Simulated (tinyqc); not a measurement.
Inside a calculation: free-carrier optics of a doped semiconductor (Drude model). Values are carried at full precision from step to step, so a last printed digit may differ when a step is redone from the rounded ones.

eps(E) = ei [1 - Ep^2/(E^2 + i E Gam)], with Ep^2 = 8 pi c (e^2/(4 pi eps0)) N/(m ei), c = hbar^2/2m0, N in 1/angstrom^3 (1e-24 per 1/cm^3); Gam = hbar/tau, tau = mu m m0/e with m0/e = 5.685630e-12 kg/C and mu in m^2/(V s). Energies in meV.

Constants: hbar^2/2m0 = 3.80998211 eV angstrom^2; e^2/(4 pi eps0) = 14.39964547 eV angstrom; hbar = 6.58211957e-16 eV s; hbar c = 1973.269805 eV angstrom.

Inputs chosen for the exercise (mass and dielectric values near those of Si; N and mu are free inputs; interband absorption and the rise of the mass with filling are left out; shifted at random, so the results belong to these values and not to a real crystal): N = 1.5e+18 1/cm^3 (carrier density); m = 0.278 m0 (conductivity mass); mu = 130 cm^2/(V s) (mobility); ei = 11.85 (high-frequency dielectric constant); E = 65 meV (photon energy).

## Plasma energy and damping

Evaluate Ep, tau, Gam, the plasma wavelength hc/Ep (hc = 1239.841984 eV nm) and the dc resistivity 1/(e N mu), e = 1.602176634e-19 C.

Ep = 25.06 meV
tau = 20.55 fs
Gam = 32.03 meV
plasma wavelength = 49.48 micrometre
rho = 0.0320 ohm cm

Ep/Gam = 0.78: the free-carrier part of eps1 has no zero; the plasma mode is heavily damped.

## Dielectric function at one energy

Insert the numbers.

free-carrier term = -1.4168+0.6982i
eps = 10.4332+0.6982i

## Optical constants

n + i k = sqrt(eps1 + i eps2) with k >= 0; R = ((n - 1)^2 + k^2)/((n + 1)^2 + k^2) at normal incidence from vacuum; alpha = 2 E k/(hbar c), times 1e8 for 1/cm; loss function Im(-1/eps) = eps2/(eps1^2 + eps2^2).

Convert eps at the photon energy E (in meV) into the optical constants.

n = 3.2319
k = 0.1080
R = 0.2786
alpha = 712 1/cm

Light of this energy penetrates 1/alpha = 14.1 micrometre.

## Checks

- Integral of E eps2 of the free-carrier term against (pi/2) ei Ep^2 (meV^2): both 11686.

tinyqc: `OMP_NUM_THREADS=1 python tinyqc.py 1651637 1651638 out.jsonl`; about 0.01 s, one thread, shared Intel(R) Xeon(R) Processor @ 2.30GHz.
